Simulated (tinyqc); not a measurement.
Changing the density rho_2: longitudinal sound in a periodic multilayer: transfer matrices, stop bands and folded phonons. Computed by tinyqc, a small Python program. Command: `OMP_NUM_THREADS=1 python tinyqc.py 3023982 3023983 out.jsonl multilayer sweep`. One thread of a shared host (Intel(R) Xeon(R) Processor @ 2.30GHz), about 0.01 s of CPU time with the checks.

Layers 1 and 2 repeat with period d = d_1 + d_2; waves travel normal to the layers, without loss. State vector (u, s): displacement u and stress divided by omega. Impedances Z = rho v are in 1e6 kg/(m^2 s).

Inputs (values chosen for the exercise, modelled on silicon (layer 1), germanium (layer 2) and silicon (substrate)):
```
quantity            value    unit
density rho_1        2.35  g/cm^3
velocity v_1         8390     m/s
thickness d_1        7.78      nm
velocity v_2         4960     m/s
thickness d_2        4.53      nm
substrate density     2.3  g/cm^3
substrate velocity   8600     m/s
periods N              20       -
```

Method:
- Z = rho v; interface reflection r = (Z_2 - Z_1)/(Z_2 + Z_1) (stress amplitude, from 1 into 2); Bragg frequency f_B = 1/[2 (d_1/v_1 + d_2/v_2)]; long-wave velocity v_eff = d/sqrt[(d_1/v_1)^2 + (d_2/v_2)^2 + (Z_1/Z_2 + Z_2/Z_1)(d_1/v_1)(d_2/v_2)].
- A layer maps (u, s) by [[cos p, sin p/Z], [-Z sin p, cos p]], p = 2 pi f d_i/v_i; one period is M = M_2 M_1, and cos(q d) = trace(M)/2.
- For N periods A = M^N. A wave comes from a thick layer of material 1 and leaves into the substrate (Z_s): transmitted power T = 4 Z_1 Z_s/|Z_1 A_22 + Z_s A_11 - i (Z_1 Z_s A_12 - A_21)|^2, reflected power R = 1 - T.
- Gap m contains m f_B; its edges, where trace(M)/2 = (-1)^m, are found by root search. Weak-contrast estimate of the width: (4 f_B/pi) |r sin(m pi a)|, a = (d_1/v_1)/(d_1/v_1 + d_2/v_2).

One run for each value; columns: (1) density rho_2 (g/cm^3); (2) width/f_B (%); (3) transmitted power at f_B; (4) interface reflection r; (5) long-wave velocity v_eff (m/s):
```
(1)       (2)         (3)      (4)     (5)
4.37     6.03  8.6844e-02  0.04732  6680.5
6.15    27.56  1.0542e-07  0.21480  6531.9
8.65    48.29  1.2521e-13  0.37029  6212.7
12.20   67.91  1.3312e-19  0.50849  5758.9
17.10   85.59  1.8157e-25  0.62277  5232.8
24.10  101.75  1.9881e-31  0.71682  4663.3
33.90  115.97  2.3513e-37  0.79009  4099.7
47.70  128.41  2.7460e-43  0.84615  3564.4
```

Over the rows, width/f_B (%) rises from 6.03 to 128 (exponent d ln y / d ln x 4.4 between the first rows and 0.30 between the last); transmitted power at f_B falls from 0.0868 to 2.75e-43 (exponent d ln y / d ln x about -40 throughout); interface reflection r rises from 0.0473 to 0.846 (exponent d ln y / d ln x 4.4 between the first rows and 0.20 between the last). Contrast widens the gap and deepens it; it also slows long waves, since the soft layer sets the stiffness and the heavy one the mass.

Caution (rows 6.15, 8.65, 12.2, 17.1, 24.1, 33.9, 47.7): so small a transmitted power at f_B holds only for perfect layers and strictly normal incidence.
